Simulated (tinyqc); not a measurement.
From results back to parameters: Boltzmann transport in a parabolic band with a power-law relaxation time. Three cases, with inputs chosen for the exercise.

Problem. The Seebeck coefficient and the Hall density nH = n/rH are given; md is hidden (a Pisarenko analysis).

F_j(eta) = (1/Gamma(j + 1)) integral_0^infinity x^j dx/(1 + exp(x - eta)), which tends to exp(eta) for eta << 0.

n = N F_1/2(eta) with N = 2 (m kB T/(4 pi c))^(3/2) with c = hbar^2/2m0, in 1/angstrom^3; times 1e24 for 1/cm^3, m = md.

tau = tau0 x^r with x = E/kT. With K_j = Gamma(j + 1) F_j(eta): <tau> = tau0 (r + 3/2) K_(r+1/2)/((3/2) K_(1/2)); mu = <tau>/(mc m0/e), m0/e = 5.685630e-12 kg/C; Hall factor rH = (3/2) K_(1/2) (2r + 3/2) K_(2r+1/2)/((r + 3/2) K_(r+1/2))^2; Seebeck S = -(kB/e) [(r + 5/2) K_(r+3/2)/((r + 3/2) K_(r+1/2)) - eta]; Lorenz number L = (kB/e)^2 [(r + 7/2) K_(r+5/2)/((r + 3/2) K_(r+1/2)) - ((r + 5/2) K_(r+3/2)/((r + 3/2) K_(r+1/2)))^2]; kB/e in V/K. Valley anisotropy is left out of rH.

Constants: hbar^2/2m0 = 3.80998211 eV angstrom^2; kB = 8.617333262e-05 eV/K.

Case 1.

Values chosen (out of a larger set: masses near those of SiC; tau0 is set for a mobility of the usual size at this n, kL is a free input; freeze-out and phonon drag, which matter near 77 K, are left out; not measured data): r = 0 (exponent of tau); T = 300 K.

S = -102.316 microvolt/K
nH = 1.1000e+20 1/cm^3

Case 2.

Values chosen (out of a larger set: masses near those of Si; tau0 is set for a mobility of the usual size at this n, kL is a free input; freeze-out and phonon drag, which matter near 77 K, are left out; not measured data): r = 0.5 (exponent of tau); T = 200 K.

S = -396.834 microvolt/K
nH = 2.7321e+18 1/cm^3

Case 3.

Values chosen (out of a larger set: masses near those of GaAs; tau0 is set for a mobility of the usual size at this n, kL is a free input; freeze-out and phonon drag, which matter near 77 K, are left out; not measured data): r = 1.5 (exponent of tau); T = 400 K.

S = -831.701 microvolt/K
nH = 1.1906e+15 1/cm^3

Find: eta; rH; n; md.

Solution. S depends on eta alone and |S| falls steadily with it; eta gives rH and so n, and N = n/F_1/2(eta) gives md from N proportional to md^(3/2).

Case 1.

eta = 3.57
rH = 1.000
n = 1.1e+20 1/cm^3
md = 0.849 m0

Case 2.

eta = -1.53
rH = 1.098
n = 3.0e+18 1/cm^3
md = 1.058 m0

Case 3.

eta = -5.65
rH = 1.932
n = 2.3e+15 1/cm^3
md = 0.066 m0

Computed by tinyqc, one run a case: `OMP_NUM_THREADS=1 python tinyqc.py N N+1 out.jsonl` with N = 1681919, 1681946, 1681992; one thread of a shared Intel(R) Xeon(R) Processor @ 2.30GHz, about 0.01 s a run at most.
